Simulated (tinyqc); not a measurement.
Worked calculation: UKS/exchange-only LDA in the sto-6g basis, for BeH, spin multiplicity 2. One step of it, computed by the program tinyqc.

Question. Iteration 2: DIIS coefficients. Solve [B -1; -1 0][c; lambda] = [0; -1] for the coefficients, which sum to one.

B (overlaps of the stored error matrices):
```
,1,2
1,1.9222973e-02,2.2950359e-03
2,2.2950359e-03,1.6556490e-02
```

Give: DIIS coefficients.

Answer.

DIIS coefficients: 0.4573  0.5427
